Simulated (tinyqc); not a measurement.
# Gate work function from the charge

Problem. For an undoped double gate, Q = 8 eps0 eps_r Vt beta tan(beta)/ts with 0 < beta < pi/2, and at the source (Vg - dphi)/(2 Vt) - ln[(2/ts) sqrt(2 eps0 eps_r Vt/(q ni))] = ln(beta) - ln(cos beta) + 2 r beta tan(beta), r = eps_r tox/(eox ts). Find beta and dphi.

Inputs (values chosen for the exercise); material values those of a made-up semiconductor: temperature T = 300 K; relative permittivity of the semiconductor eps_r = 11.7; relative permittivity of the gate insulator eox = 9.35; insulator thickness tox = 2.1 nm; body thickness ts = 5 nm; gate voltage Vg = 1.35 V.

Constants: q = 1.602176634e-19 C, kB = 1.380649e-23 J/K, Vt = kB T/q, eps0 = 8.8541878128e-14 F/cm where lengths are in cm. Results are converted to the units shown.

Qs = 1757.5027 nC/cm^2
ni = 1752.0061 cm^-3

Answer. beta tan(beta) rises from 0 without bound on the interval, so the charge fixes beta; the second relation is then explicit in dphi. At this charge the surface density passes 0.3 Nc, so the classical Boltzmann model is only formal.

beta = 1.27
dphi = 0.130 V

tinyqc, about 0.02 s, one thread, Intel Xeon 2.30GHz (shared host): `OMP_NUM_THREADS=1 python tinyqc.py 2440127 2440128 out.jsonl`
